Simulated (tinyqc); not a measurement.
# Strained alloy layer of InP and GaP on (001) GaAs, model-solid band line-up: gaps, strain and offsets against composition

The layer is x parts of the first compound and 1 - x of the second, grown coherently on the third as substrate and barrier. Rows of the table: lattice constant a, average valence level Ea on an absolute scale, spin-orbit splitting so, gaps at Gamma, X and L, hydrostatic deformation potentials av and ac (Gamma), shear potential b, elastic constants, electron and heavy-hole (along z) masses. All are interpolated linearly in x; gaps get -C x (1 - x), taken wholly in the conduction band; real line-ups can differ from this model by 0.1 eV or more.

In-plane strain e = (a_substrate - a)/a, e_z = -2 (c12/c11) e, volume change 2 e + e_z. With v = 2 e + e_z and d = 2 b (e_z - e): Eav = Ea + av v; E_hh = Eav + so/3 - d/2; E_lh = Eav - so/6 + d/4 + sqrt(so^2 + so d + 9 d^2/4)/2; E_c = Ea + so/3 + EG + ac v (Gamma). Substrate: E_v = Ea + so/3, E_c = E_v + EG. Well depths: dEc = E_c(substrate) - E_c, dEhh = E_hh - E_v(substrate), dElh likewise; strained Gamma gap E_c - max(E_hh, E_lh); positive values confine carriers in the layer. Matthews-Blakeslee for 60-degree dislocations in a single layer: hc = k (ln(hc/bv) + 1), k = bv (1 - nu/4)/(4 pi |e| (1 + nu)), nu = c12/(c11 + c12), bv = a/sqrt(2); the larger root. The valence offset is the larger of dEhh and dElh; a dash marks |e| under 0.02 % or no root.

Values chosen for this exercise: bowing of the Gamma gap CG = 0.65 eV; bowing of the X gap CX = 0.2 eV; bowing of the L gap CL = 1.03 eV.

Binary compounds, values chosen for the exercise:
```
              close to InP  close to GaP  close to GaAs
a (angstrom)         5.869         5.451          5.653
Ea (eV)              -7.04          -7.4          -6.92
so (eV)              0.108        0.0802           0.34
EG (eV)               1.36          2.82           1.44
EX (eV)               2.22          2.28           1.91
EL (eV)               1.94          2.61           1.69
av (eV)               1.28          1.72           1.16
ac (eV)              -5.06          -7.1          -7.18
b (eV)               -1.69         -1.81          -1.72
c11 (GPa)              101           141            117
c12 (GPa)             56.2          62.1           53.4
me (m0)             0.0803         0.129         0.0678
mh (m0)               0.53         0.334          0.348
```

Result of one run:
columns A: x; B: e (%); C: relaxed Gamma gap (eV); D: lower of X and L gaps (eV); E: strained Gamma gap (eV); F: E_hh - E_lh (meV); G: dEc (eV); H: valence offset (eV); I: hc (nm)
```
A         B      C      D      E       F        G        H     I
0.31  1.298  2.228  2.182  2.048  -114.2  -0.2470  -0.3606  6.39
```

What becomes of these results when the fraction of the first compound in the layer x is changed from 0.31 to 0.56, all else the same?

Result of the changed run:
columns A: x; B: e (%); C: relaxed Gamma gap (eV); D: lower of X and L gaps (eV); E: strained Gamma gap (eV); F: E_hh - E_lh (meV); G: dEc (eV); H: valence offset (eV); I: hc (nm)
```
A           B      C      D      E      F         G        H     I
0.56  -0.5643  1.842  1.981  1.865  30.16  -0.07633  -0.3486  19.0
```

The whole series:
columns A: x; B: e (%); C: relaxed Gamma gap (eV); D: lower of X and L gaps (eV); E: strained Gamma gap (eV); F: E_hh - E_lh (meV); G: dEc (eV); H: valence offset (eV); I: hc (nm)
```
A           B      C      D      E       F          G        H     I
0.25    1.755  2.333  2.228  2.079  -159.2    -0.2946  -0.3449  4.20
0.31    1.298  2.228  2.182  2.048  -114.2    -0.2470  -0.3606  6.39
0.38   0.7694  2.112  2.113  2.011  -63.93    -0.1948  -0.3763  12.8
0.44   0.3209  2.017  2.061  1.978  -24.47    -0.1527  -0.3857  38.1
0.5   -0.1237  1.927  2.018  1.933   8.155    -0.1132  -0.3796   119
0.56  -0.5643  1.842  1.981  1.865   30.16   -0.07633  -0.3486  19.0
0.62   -1.001  1.762  1.952  1.799   42.61   -0.04207  -0.3172  9.06
0.69   -1.506  1.674  1.927  1.725   50.62  -0.005462  -0.2800  5.21
0.75   -1.934  1.603  1.914  1.665   54.92    0.02301  -0.2476  3.65
```

The relaxed Gamma gap falls from 2.33 to 1.60 eV and the strained one falls from 2.08 to 1.66 eV. The lattice matches the substrate at x = 0.483; the heavy hole is on top where the layer is compressed (e < 0) and the light hole where it is stretched. The relaxed alloy turns direct at x = 0.379. dEc rises from -0.295 to 0.0230 eV and the valence offset goes from -0.345 through a minimum of -0.386 (at x = 0.44 among the rows listed) to -0.248 eV. At the largest strain listed, -1.93 %, strain changes the gap by 61.5 meV. For x = 0.25, 0.31 the lowest conduction valley of the relaxed alloy is X or L, so the gap and dEc listed hold for Gamma only.

Program tinyqc, `OMP_NUM_THREADS=1 python tinyqc.py 2690138 2690139 out.jsonl`; Intel Xeon 2.30GHz, shared host, one thread, about 0.01 s.
